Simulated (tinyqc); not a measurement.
# Random telegraph noise from one oxide trap in a small MOSFET: time constants and noise against gate voltage

An acceptor-like trap exchanges electrons with the channel. Inversion charge Q = Cox u, u = n Vt W0(exp((Vg - VT)/(n Vt))), W0 the Lambert function, n = nf, Cox = eps0 eox/tox; linear regime Id = (W/L) mu Q Vd. Relative to threshold the surface potential rises by Vt ln(u/u0) and the oxide voltage by the rest of Vg - VT, with u0 = n Vt W0(1).

N = Cox u/q; dpsi = Vt ln(u/u0); E = E0 - dpsi - (xt/tox)(Vg - VT - dpsi); capture time tc = 1/[(N/zi) vth s0 exp(-xt/lt - EB/Vt)]; emission time te = tc exp(-E/Vt); occupancy te/(tc + te). A = W L; threshold step dV = q (1 - xt/tox)/(Cox A); gm/Id = 1/(u + n Vt); relative step dI/I = (gm/Id) dV + asc mu/A. fc = (1/tc + 1/te)/(2 pi); rms = (dI/I) sqrt(tc te)/(tc + te).

Parameters, values chosen for the exercise; values of the order met in silicon transistors:
- T = 250 K (temperature)
- eox = 24.8 (relative permittivity of the gate insulator (close to zirconium oxide))
- tox = 8.4 nm (insulator thickness)
- xt = 1.7 nm (depth of the trap from the channel interface)
- E0 = 0.11 eV (trap level above the channel Fermi level at threshold)
- s0 = 4e-16 cm^2 (capture prefactor)
- EB = 0.29 eV (capture barrier (lattice relaxation))
- lt = 0.1 nm (tunnelling decay length)
- vth = 2.2e7 cm/s (thermal velocity)
- zi = 2.7 nm (thickness of the inversion layer)
- VT = 0.31 V (threshold voltage)
- nf = 1.17 (body factor)
- W = 240 nm (gate width)
- L = 120 nm (gate length)
- mu = 110 cm^2/(V s) (mobility)
- asc = 1.9e-16 V s (scattering coefficient of the charged trap)
- Vd = 0.05 V (drain voltage)

Constants: q = 1.602176634e-19 C, kB = 1.380649e-23 J/K, Vt = kB T/q, eps0 = 8.8541878128e-14 F/cm where lengths are in cm. Results are converted to the units shown.

Result of one run:

| E (eV) | tc (s) | te (s) | occupancy | dI/I (%) | fc (Hz) | rms dI/I (%) |
|---|---|---|---|---|---|---|
| -0.01503 | 107.0 | 215.1 | 0.6677 | 0.05981 | 0.002227 | 0.02817 |

Which gate voltage Vg gave this result: 0.37, 0.55, 0.67 or 0.85 V?

Vg = 0.67 V.

The whole series:

| Vg (V) | E (eV) | tc (s) | te (s) | occupancy | dI/I (%) | fc (Hz) | rms dI/I (%) |
|---|---|---|---|---|---|---|---|
| 0.37 | 0.07806 | 704.4 | 18.80 | 0.02600 | 0.2482 | 0.008690 | 0.03949 |
| 0.43 | 0.05441 | 360.6 | 28.85 | 0.07408 | 0.1567 | 0.005957 | 0.04104 |
| 0.49 | 0.03470 | 232.2 | 46.37 | 0.1665 | 0.1117 | 0.004117 | 0.04162 |
| 0.55 | 0.01705 | 168.5 | 76.36 | 0.3119 | 0.08643 | 0.003029 | 0.04004 |
| 0.61 | 6.103e-4 | 131.2 | 127.6 | 0.4929 | 0.07057 | 0.002461 | 0.03528 |
| 0.67 | -0.01503 | 107.0 | 215.1 | 0.6677 | 0.05981 | 0.002227 | 0.02817 |
| 0.73 | -0.03012 | 90.18 | 365.0 | 0.8019 | 0.05209 | 0.002201 | 0.02076 |
| 0.79 | -0.04480 | 77.79 | 622.5 | 0.8889 | 0.04629 | 0.002302 | 0.01454 |
| 0.85 | -0.05917 | 68.33 | 1065 | 0.9397 | 0.04178 | 0.002479 | 0.009944 |

tc falls from 704 to 68.3 s as the channel fills and te rises from 18.8 to 1070 s; they are equal at Vg = 0.612 V, where E = 0. The rms noise goes from 0.0395 through a maximum of 0.0416 (at Vg = 0.49 V among the rows listed) to 0.00994 %. The slope -Vt d ln(tc/te)/dVg is 0.394 between the first two rows and 0.240 between the last two; it tends to xt/tox = 0.202 only when the surface potential stops moving.

Range of the model: VT is taken as given; short-channel effects and the uneven flow of current among few electrons are left out.

Computed by the program tinyqc: `OMP_NUM_THREADS=1 python tinyqc.py 2710068 2710069 out.jsonl`, one thread of a shared Intel Xeon 2.30GHz, about 0.01 s for the whole run.
